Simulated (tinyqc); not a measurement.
# p-type polysilicon, carrier trapping at grain boundaries, step by step

Numbers from tinyqc (`OMP_NUM_THREADS=1 python tinyqc.py 2830135 2830136 out.jsonl`; about 0.01 s on one thread of a shared Intel Xeon 2.30GHz). Printed values are rounded.

One-dimensional grains of size Lg, uniform ionised doping N, monovalent traps Qt at each boundary at a depth Et below (for electrons) or above (for holes) the band edge there, abrupt depletion of width W on each side of a boundary, Boltzmann statistics. xi is the distance from the band edge at the grain centre to the Fermi level. Trapped charge Qt/(1 + exp((xi + VB - Et)/Vt)) = 2 N W, barrier VB = q N W^2/(2 eps0 eps_r).

Parameters, values chosen for the exercise; values of the order met in polycrystalline silicon: temperature T = 300 K; relative permittivity eps_r = 11.7; valence-band density of states at T NB = 2.65e19 cm^-3; grain size Lg = 200 nm; trap density of a grain boundary Qt = 6.3e11 cm^-2; depth of the trap level from the majority band edge at the boundary Et = 0.4 eV; mass for thermionic emission ms = 0.26 m0; correction factor of the emission rate fe = 1; mobility inside the grains mug = 150 cm^2/(V s); doping N = 1.4e17 cm^-3.

Constants: q = 1.602176634e-19 C, kB = 1.380649e-23 J/K, m0 = 9.1093837015e-31 kg, Vt = kB T/q, eps0 = 8.8541878128e-14 F/cm where lengths are in cm. Results are converted to the units shown.

## Starting value

W = 18 nm.

W at the start = 18 nm

## Iteration 1: new W

Partly depleted grain, xi = Vt ln(NB/N): f = 1/(1 + exp((xi + VB - Et)/Vt)), g = Qt f - 2 N W, g' = -2 Qt f (1 - f) VB/(W Vt) - 2 N, W(new) = W - g/g'.

VB = 0.03507671 V
f = 0.9998598
g = 1.259117e11 cm^-2
g' = -2.801331e10 cm^-2/nm
W after iteration 1 = 22.49471 nm

## Iteration 2: new W

As before.

VB = 0.05478159 V
f = 0.9996997
g = -4.107330e7 cm^-2
g' = -2.803563e10 cm^-2/nm
W after iteration 2 = 22.49324 nm

## Iteration 3: new W

As before.

VB = 0.05477445 V
f = 0.9996998
g = -8.899658 cm^-2
g' = -2.803562e10 cm^-2/nm
W after iteration 3 = 22.49324 nm

## Course of the iteration

Stop when the step is below 1e-10 nm, or after 40 iterations.

Course of the iteration:
```
iteration	W before the step (nm)	step (nm)
1	18	4.49
2	22.49471	-1.47e-3
3	22.49324	-3.17e-10
4	22.49324	0
```

Converged in 4 iterations.

## Depletion width, Fermi level and barrier

If the trap equation with xi = Vt ln(NB/N) has a root W < Lg/2, the grain is partly depleted; otherwise W = Lg/2 and the trap equation gives xi = Et - VB + Vt ln(Qt/(N Lg) - 1). N* = Qt/Lg.

N* = 3.15e16 cm^-3
W = 22.49324 nm
xi = 0.1355487 V
VB = 0.05477445 V
share of traps filled = 0.9996998

N is 4.44 N*, and the grain is partly depleted; VB = 2.12 Vt.

## Resistivity and effective mobility

n0 = NB exp(-xi/Vt); mean density n0 (1 - 2 W/Lg) by charge balance in a partly depleted grain, and n0 (sqrt(pi)/2) erf(u)/u with u = sqrt(VB/Vt) in a fully depleted one; v = sqrt(kB T/(2 pi ms m0)); barrier resistivity Vt exp(VB/Vt)/(q fe n0 v Lg); grain resistivity (1 - 2 W/Lg)/(q n0 mug); effective mobility 1/(q mean density total resistivity).

n0 = 1.4e17 cm^-3
mean density = 1.085095e17 cm^-3
v = 5.275713e6 cm/s
barrier resistivity = 0.09088975 ohm cm
grain resistivity = 0.2303615 ohm cm
resistivity = 0.3212512 ohm cm
effective mobility = 179.0512 cm^2/(V s)

The resistivity is 1.08 times that of a single crystal with the same N and mobility mug, and the mean density is 77.5 % of N. The effective mobility exceeds mug only because drift through the depleted grain is left out.
